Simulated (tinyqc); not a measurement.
Kinetic Monte Carlo and master equation for a particle on a ring of sites with traps and bias: one step, computed by the program tinyqc.

8 sites on a ring, numbered 1 to 8. The saddle between i and i+1 lies at E0 + s b_i and site i at s eps_i; a force F tilts the landscape, with the saddle half-way.

Problem. Closed form at zero force. At zero force D0 = a^2 nu exp(-E0/(k_B T)) / [<exp(-s eps/(k_B T))> <exp(s b/(k_B T))>], with means over the ring; Einstein relation v = D0 F/(k_B T); 1 angstrom = 1e-8 cm.

Inputs (values chosen for the exercise, for a model defect):
```
quantity                          value         unit
reference barrier E0               0.54           eV
scale factor s of the disorder        1            -
attempt frequency nu                3.8          THz
temperature T                       500            K
site spacing a                      2.4     angstrom
force F along the ring          0.00029  eV/angstrom
```

Disorder: both.

site energies eps_i (eV): -0.11  -0.13  -0.071  0  -0.085  0  0  0

saddle shifts b_i between sites i and i+1 (eV): -0.0042  0.042  -0.0029  0.046  -0.002  0.043  -0.063  -0.06

Constants: k_B = 8.617333262e-05 eV/K.

Give: zero-force diffusivity D0; D0 over the value without disorder; Einstein drift.

Solution.

zero-force diffusivity D0 = 8.807e-10 cm^2/s

D0 over the value without disorder = 0.1116

Einstein drift = 5.928e-04 cm/s
